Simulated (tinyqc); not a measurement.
## Reflectance at normal incidence against thickness

Normal incidence on air, film (n1) and substrate (N2 = n2 - i k2): r01 = (1 - n1)/(1 + n1), r12 = (n1 - N2)/(n1 + N2), amplitude (r01 + r12 X)/(1 + r01 r12 X), X = exp(-4 pi i n1 d/lam), R its squared modulus, phase from 0 to 360 degrees.

Parameters, values chosen for the exercise:

| symbol | value | unit | meaning |
|---|---|---|---|
| lam | 405 | nm | wavelength |
| n1 | 1.289 |  | index of the transparent film |
| n2 | 5.42 |  | index of the substrate |
| k2 | 0.329 |  | extinction coefficient of the substrate |

Results:
```
d (nm)	R (%)	phase of the reflected amplitude (degrees)
0	47.537	178.68
20	45.147	143.11
40	38.855	102.74
60	31.368	52.840
80	28.369	353.20
120	40.498	247.66
140	46.051	208.77
160	47.465	173.63
```

Estimate the missing row, d = 100 nm.

Computed row:
```
d (nm)	R (%)	phase of the reflected amplitude (degrees)
100	32.861	295.13
```

With this row back in the table: R goes from 47.5 through a minimum of 28.4 (at d = 80 nm among the rows listed) to 47.5 %. At a quarter wave, d = 78.5 nm, R = 28.3 %; for a transparent substrate it would vanish for n1 = sqrt(n2) = 2.33.

tinyqc, about 0.01 s, one thread, Intel Xeon 2.30GHz (shared host): `OMP_NUM_THREADS=1 python tinyqc.py 2870211 2870212 out.jsonl`
